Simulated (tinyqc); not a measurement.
Admittance spectroscopy of a deep trap: admittance against temperature.

Schottky contact on an n-type layer with shallow donors Nd (all ionised) and a donor-like deep trap, neutral when filled and positive when empty; depletion approximation. Traps within lam of the depletion edge stay filled. The traps at xt = W - lam, where the level crosses the Fermi level, follow a slow signal and not a fast one. w = 2 pi f.

Emission rate en = sn vth(T) Nc(T) exp(-Et/kB T) = sn g T^2 exp(-Et/kB T), g = vth Nc/(300 K)^2, as vth goes as T^0.5 and Nc as T^1.5 (degeneracy factor 1). lam = sqrt(2 eps0 eps_r (EF - ET)/(q Nd)), EF - ET = Et - (kB T/q) ln(Nc(T)/Nd), Nc(T) = Nc (T/300 K)^1.5. In the steady state at the band bending V, 2 eps0 eps_r V/q = Nd W^2 + Nt (W - lam)^2 (the second term only if W > lam). V = Vbi + Vr. C_HF = eps0 eps_r/W, C_LF = eps0 eps_r (Nd + Nt)/(Nd W + Nt xt). Inflection frequency w0 = 2 en [1 + Nt xt/(Nd W)]; C = C_HF + (C_LF - C_HF)/(1 + (w/w0)^2), G/w = (C_LF - C_HF)(w/w0)/(1 + (w/w0)^2).

Values chosen for this exercise; material values close to those of gallium arsenide: relative permittivity eps_r = 13; conduction-band density of states at 300 K Nc = 4.34e17 cm^-3; thermal velocity at 300 K vth = 4.6e7 cm/s; shallow donor density Nd = 5.2e14 cm^-3; built-in voltage Vbi = 1.02 V; depth of the trap below the conduction edge Et = 0.2 eV; capture cross-section sn = 4.9e-15 cm^2; trap density Nt = 5.7e13 cm^-3; reverse bias Vr = 0.4 V; signal frequency f = 5400 Hz.

Constants: q = 1.602176634e-19 C, kB = 1.380649e-23 J/K, eps0 = 8.8541878128e-14 F/cm where lengths are in cm. Results are converted to the units shown.

Results:
```
T (K)  w0/(2 pi) (Hz)  C (nF/cm^2)  G/w (nF/cm^2)
133             173.6        5.957       0.006209
146             990.0        5.967        0.03331
152              2011        5.985        0.06053
159              4312        6.036        0.08868
165              7898        6.089        0.08342
172           1.522e4        6.126        0.05535
178           2.570e4        6.137        0.03474
185           4.550e4        6.141        0.01979
191           7.197e4        6.142        0.01238
198           1.189e5        6.141       0.007351
```

Estimate the missing row, T = 139 K.

Computed row:
```
T (K)  w0/(2 pi) (Hz)  C (nF/cm^2)  G/w (nF/cm^2)
139             402.8        5.960        0.01416
```

With this row back in the table: G/w goes from 0.00621 through a maximum of 0.0887 (at T = 159 K among the rows listed) to 0.00735 nF/cm^2, where w0 passes the signal: w0/(2 pi) rises from 174 to 1.19e5 Hz. C rises from 5.96 to 6.14 nF/cm^2.

Computed by the program tinyqc: `OMP_NUM_THREADS=1 python tinyqc.py 2050107 2050108 out.jsonl`, one thread of a shared Intel Xeon 2.30GHz, about 0.01 s for the whole run.
